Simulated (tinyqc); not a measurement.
Inside a calculation: deep level with several charge states, and Shockley-Read-Hall recombination. Values are carried at full precision from step to step, so a last printed digit may differ when a step is redone from the rounded ones.

Energies from Ev. The defect has charge states +1, 0, -1 with weights 1, gm exp((EF - E1)/kT), exp((2 EF - E1 - E2)/kT); the shares are the weights over their sum. Boltzmann carriers: n = Nc exp((EF - Eg)/kT), p = Nv exp(-EF/kT). Neutrality: p - n + Nd + Nt <q> = 0.

Constants: kB = 8.617333262e-05 eV/K.

Parameters, chosen for this exercise (gap and densities of states near those of SiC at this temperature; the results hold for these values, not for the real material): Eg = 3.208 eV (gap); Nc = 2.79e+19 1/cm^3 (conduction-band density of states); Nv = 4.99e+19 1/cm^3 (valence-band density of states); T = 400 K; E1 = 0.792 eV (level (+1/0) above Ev); E2 = 2.133 eV (level (0/-1) above Ev); gm = 2 (degeneracy of the middle state, the others 1); Nt = 1.3e+16 1/cm^3 (defects); Nd = -1.6e+15 1/cm^3 (ionised shallow donors minus acceptors); E_try = 1.558 eV (trial Fermi level); Et = 0.792 eV (recombination level above Ev); sn = 1.7e-15 cm^2 (electron capture cross-section); sp_ = 3.8e-14 cm^2 (hole capture cross-section); vth = 18000000 cm/s (thermal velocity, both carriers); Nm = 1.3e+17 1/cm^3 (equilibrium holes for the lifetime steps); dn = 1.6e+16 1/cm^3 (excess pairs).

## Charge states at a trial Fermi level

Form the exponents, the shares, the mean charge and the residual of neutrality at EF = E_try.

exponents of the second and third weights: 22.223  5.541

shares: +1 0.0000, 0 1.0000, -1 0.0000

<q> = 0.0000

n, p (1/cm^3): 0.0453  1.17

residual = -1.60e+15 1/cm^3

The residual is negative, so EF must fall.

## The neutral state

Solve for EF.

EF = 0.8358 eV

shares at EF: +1 0.123, 0 0.877, -1 0.000

n = 3.61e-11 1/cm^3
p = 1.47e+09 1/cm^3

Without the defects the majority density would be 1.60e+15 1/cm^3; with them the density of these carriers is 1.47e+09, so the defects have removed nearly all of those carriers. Most defects are in the state 0.

## Recombination through one level

One level at Et with degeneracy 1: tn = 1/(sn vth Nt), tp = 1/(sp_ vth Nt), n1 = Nc exp((Et - Eg)/kT), p1 = Nv exp(-Et/kT), ni^2 = n1 p1. Equilibrium p0 = Nm, n0 = ni^2/Nm; n = n0 + dn, p = p0 + dn. U = (n p - ni^2)/(tp (n + n1) + tn (p + p1)), lifetime dn/U; emission rates en = sn vth n1, ep = sp_ vth p1.

Evaluate each quantity.

tn, tp (microsecond): 0.002514  0.0001125

n1, p1 (1/cm^3): 1.01e-11  5.24e+09

U = 6.33e+24 1/(cm^3 s)
lifetime = 0.00253 microsecond

The lifetime is 1.005 times the minority capture time tn and 0.962 times tn + tp, the limit of high injection.

## Emission and generation in a depleted region

With n = p = 0 the level generates pairs at G = Nt en ep/(en + ep); generation lifetime tg = ni/G; current density e G W for a width W = 1 micrometre, e = 1.602176634e-19 C.

en, ep (1/s): 3.10e-19  3.58e+03

G = 0.00403 1/(cm^3 s)
tg = 5.72e+07 microsecond
current density = 6.45e-26 A/cm^2

The slower step, electron emission, limits the rate: en/ep = 8.64e-23.

## Checks

- U against hole capture minus emission at the steady occupation of the level (1/(cm^3 s)): both 6.334e+24.

Computed by tinyqc, a small Python program: `OMP_NUM_THREADS=1 python tinyqc.py 1651687 1651688 out.jsonl` (the numbers bound the seed that draws the inputs); one thread of a shared host (Intel(R) Xeon(R) Processor @ 2.30GHz), about 0.01 s for the whole set of steps.
